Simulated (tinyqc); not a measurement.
RHF in the 3-21g basis, for H-, spin multiplicity 1, step by step. The basis has no diffuse functions, so it cannot describe the extra electron: this is an exercise in the method, not the real anion. One step of it, computed by the program tinyqc.

Problem. Iteration 4: DIIS coefficients. Solve [B -1; -1 0][c; lambda] = [0; -1] for the coefficients, which sum to one.

B (overlaps of the stored error matrices), lower triangle:
```
,1,2,3,4
1,4.1710359e-01
2,8.9867091e-01,1.9362322e+00
3,9.7954560e-01,2.1104808e+00,2.3004108e+00
4,9.1738187e-01,1.9765459e+00,2.1544225e+00,2.0176990e+00
```

Give: DIIS coefficients.

Solution.

DIIS coefficients: 1.7826  -0.1291  -0.4502  -0.2034
